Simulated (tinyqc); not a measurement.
# Input admittance of a MOSFET at zero drain bias: distributed channel and distributed gate, step by step

Computed by the program tinyqc: `OMP_NUM_THREADS=1 python tinyqc.py 2262177 2262178 out.jsonl`, one thread of a shared Intel Xeon 2.30GHz, about 0.01 s for the whole run. Printed values are rounded.

Source and drain grounded, strong inversion, w = 2 pi f, Cox = eps0 eox/tox. The channel is an RC line of resistance 1/(mu Cox Vo) per square fed from both ends, so one finger has the intrinsic admittance y = i w Cox L tanh(g)/g per width, g = (1/2) sqrt(i w tau), tau = L^2/(mu Vo). The vertical resistance rv/L is in series with y, the overlaps 2 i w Cov in parallel: y_t = 1/(1/y + rv/L) + 2 i w Cov. The gate strip is a line of Rsh/L per length loaded by y_t, so a finger has Y = y_t Wf tanh(k)/k, k = (Wf/sd) sqrt(y_t Rsh/L); the device has Nf Y.

Values chosen for this exercise; values of the order met in silicon radio-frequency transistors:
- eox = 3.9 (relative permittivity of the gate insulator (close to silicon dioxide))
- tox = 6.3 nm (insulator thickness)
- L = 0.8 um (channel length)
- Wf = 1.6 um (finger width)
- Nf = 16 (number of fingers)
- mu = 380 cm^2/(V s) (channel mobility)
- Vo = 0.45 V (gate overdrive)
- Rsh = 9.4 ohm/square (sheet resistance of the gate)
- rv = 0 ohm um^2 (vertical resistivity of the gate stack)
- sd = 2 (number of ends at which a finger is contacted)
- Cov = 0.2 fF/um (overlap and fringe capacitance on each side)
- f = 19 GHz (frequency)

Constants: eps0 = 8.8541878128e-14 F/cm where lengths are in cm. Results are converted to the units shown.

## Low-frequency resistances and capacitance

Low-frequency limits, with c = Cox L and ct = c + 2 Cov: R_strip = Rsh Wf/(3 sd^2 L Nf), R_ch = (c/ct)^2 L/(12 mu Cox Vo Wf Nf), R_vert = (c/ct)^2 rv/(L Wf Nf), C = ct Wf Nf.

parts (ohm): strip 0.09791667, channel 23.33319, vertical 0
sum = 23.43110 ohm
C = 122.4942 fF
1/(2 pi R C) = 55.45130 GHz

The channel term is the largest, 99.6 % of the sum.

## Admittance of the channel and stack per width

tau, g, c = Cox L, y and y_t as defined.

tau = 37.42690 ps
g = 0.7473322+0.7473322i
c = 4.384931 fF/um
y = 162.2314+451.1801i uS/um
y_t = 162.2314+498.9323i uS/um

w tau = 4.47, and Im y is 0.862 of w c.

## Input impedance of the device

k and Y as defined; Z = 1/(Nf Y) = R + 1/(i w C); Q = |Im Z|/R; signal at the point farthest from a contact |1/cosh k|.

k = 0.05081983+0.03691444i
Nf Y = 4.16739+12.76226i mS
R = 23.12100 ohm
C = 118.3031 fF
Q = 3.062415
signal at the far point = 0.9993891

R is 1.3 % below its low-frequency limit and C is 3.4 % below its own.
